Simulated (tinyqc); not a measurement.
Worked calculation: UHF in the 6-311g basis, for H2, spin multiplicity 3. One step of it, computed by the program tinyqc.

Question. Iteration 1: diagonalisation and new density. Diagonalise F' = X^T F X, C = X C', fill 2 alpha and 0 beta electrons from the bottom; D(s) = C_occ C_occ^T. Each column has its largest component positive (the first on a tie).

F(alpha) (hartree), lower triangle:
```
           1H 1s      1H 2s      1H 3s      2H 1s      2H 2s      2H 3s
1H 1s   0.333914
1H 2s  -0.618308  -0.505633
1H 3s  -0.551978  -0.470963  -0.328100
2H 1s  -0.222005  -0.348273  -0.378069   0.333914
2H 2s  -0.348273  -0.411932  -0.395465  -0.618308  -0.505633
2H 3s  -0.378069  -0.395465  -0.315662  -0.551978  -0.470963  -0.328100
```

F(beta) (hartree), lower triangle:
```
           1H 1s      1H 2s      1H 3s      2H 1s     2H 2s     2H 3s
1H 1s   1.067278
1H 2s   0.041652   0.188330
1H 3s  -0.127132   0.021189   0.052093
2H 1s  -0.127839  -0.108201  -0.105506   1.067278
2H 2s  -0.108201  -0.035382  -0.028389   0.041652  0.188330
2H 3s  -0.105506  -0.028389   0.011705  -0.127132  0.021189  0.052093
```

X, lower triangle:
```
           1H 1s      1H 2s      1H 3s      2H 1s      2H 2s     2H 3s
1H 1s   1.375548
1H 2s  -0.751611   2.165048
1H 3s   0.209892  -1.035392   2.229520
2H 1s   0.044265   0.010985  -0.049058   1.375548
2H 2s   0.010985  -0.326577   0.236491  -0.751611   2.165048
2H 3s  -0.049058   0.236491  -1.022466   0.209892  -1.035392  2.229520
```

Give: F' = X^T F X; orbital energies; coefficients C; F' = X^T F X; orbital energies; coefficients C; D(alpha) after iteration 1; D(beta) after iteration 1.

Answer.

F' = X^T F X (alpha) (hartree), lower triangle:
```
         1        2        3        4        5       6
1   1.4541
2  -1.3350   0.7574
3  -0.0573  -0.4351   0.1507
4   0.0660  -0.1069  -0.1056   1.4541
5  -0.1069  -0.1314   0.0078  -1.3350   0.7574
6  -0.1056   0.0078  -0.1130  -0.0573  -0.4351  0.1507
```

orbital energies (alpha) (hartree): MO1 -0.7011, MO2 -0.3001, MO3 0.2961, MO4 0.4018, MO5 2.4390, MO6 2.5887

coefficients C (alpha):
```
          MO1      MO2      MO3      MO4      MO5      MO6
1H 1s  0.1862   0.1818  -0.0435  -0.0809  -1.0821  -1.1219
1H 2s  0.3630   0.5122  -0.8078  -1.0796   1.6661   1.2244
1H 3s  0.0990   0.6303   0.9105   2.1511  -1.0515  -0.4709
2H 1s  0.1862  -0.1818  -0.0435   0.0809   1.0821  -1.1219
2H 2s  0.3630  -0.5122  -0.8078   1.0796  -1.6661   1.2244
2H 3s  0.0990  -0.6303   0.9105  -2.1511   1.0515  -0.4709
```

F' = X^T F X (beta) (hartree), lower triangle:
```
         1        2        3        4        5       6
1   1.9635
2  -1.0379   1.1118
3   0.0744  -0.2836   0.2397
4   0.0513  -0.0914  -0.0709   1.9635
5  -0.0914  -0.1117   0.0437  -1.0379   1.1118
6  -0.0709   0.0437  -0.0842   0.0744  -0.2836  0.2397
```

orbital energies (beta) (hartree): MO1 0.0009, MO2 0.1919, MO3 0.4171, MO4 0.6513, MO5 2.6164, MO6 2.7523

coefficients C (beta):
```
          MO1      MO2      MO3      MO4      MO5      MO6
1H 1s  0.1103   0.0829   0.0556  -0.0833  -1.0939  -1.1313
1H 2s  0.0724  -0.1283   0.9451  -1.3088   1.5730   1.1768
1H 3s  0.4231   1.6853  -0.8254   1.5296  -0.9746  -0.4475
2H 1s  0.1103  -0.0829   0.0556   0.0833   1.0939  -1.1313
2H 2s  0.0724   0.1283   0.9451   1.3088  -1.5730   1.1768
2H 3s  0.4231  -1.6853  -0.8254  -1.5296   0.9746  -0.4475
```

D(alpha) after iteration 1, lower triangle:
```
         1H 1s    1H 2s    1H 3s   2H 1s   2H 2s   2H 3s
1H 1s   0.0677
1H 2s   0.1607   0.3942
1H 3s   0.1330   0.3588   0.4070
2H 1s   0.0016  -0.0255  -0.0962  0.0677
2H 2s  -0.0255  -0.1306  -0.2869  0.1607  0.3942
2H 3s  -0.0962  -0.2869  -0.3874  0.1330  0.3588  0.4070
```

D(beta) after iteration 1, lower triangle:
```
        1H 1s   1H 2s   1H 3s   2H 1s   2H 2s   2H 3s
1H 1s  0.0000
1H 2s  0.0000  0.0000
1H 3s  0.0000  0.0000  0.0000
2H 1s  0.0000  0.0000  0.0000  0.0000
2H 2s  0.0000  0.0000  0.0000  0.0000  0.0000
2H 3s  0.0000  0.0000  0.0000  0.0000  0.0000  0.0000
```
